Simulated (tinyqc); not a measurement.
# Germanium share from the critical thickness

Question. Critical thickness (Matthews-Blakeslee, 60-degree dislocations): h = bv (1 - nu/4)[ln(h/bv) + 1]/(4 pi e_par (1 + nu)), nu = c12/(c11 + c12). e_par = b1 x. Find e_par and x.

Values chosen for this exercise:
```
symbol   value  unit                      meaning
b1      0.0418        lattice mismatch per unit x
c11        168   GPa             elastic constant
c12       65.2   GPa             elastic constant
bv       0.384    nm               Burgers vector
```

critical thickness = 52.393155 nm

Answer. For given h the relation is explicit in the strain.

e_par = 0.251 %
x = 0.0600

Numbers from tinyqc (`OMP_NUM_THREADS=1 python tinyqc.py 2530129 2530130 out.jsonl`; about 0.01 s on one thread of a shared Intel Xeon 2.30GHz).
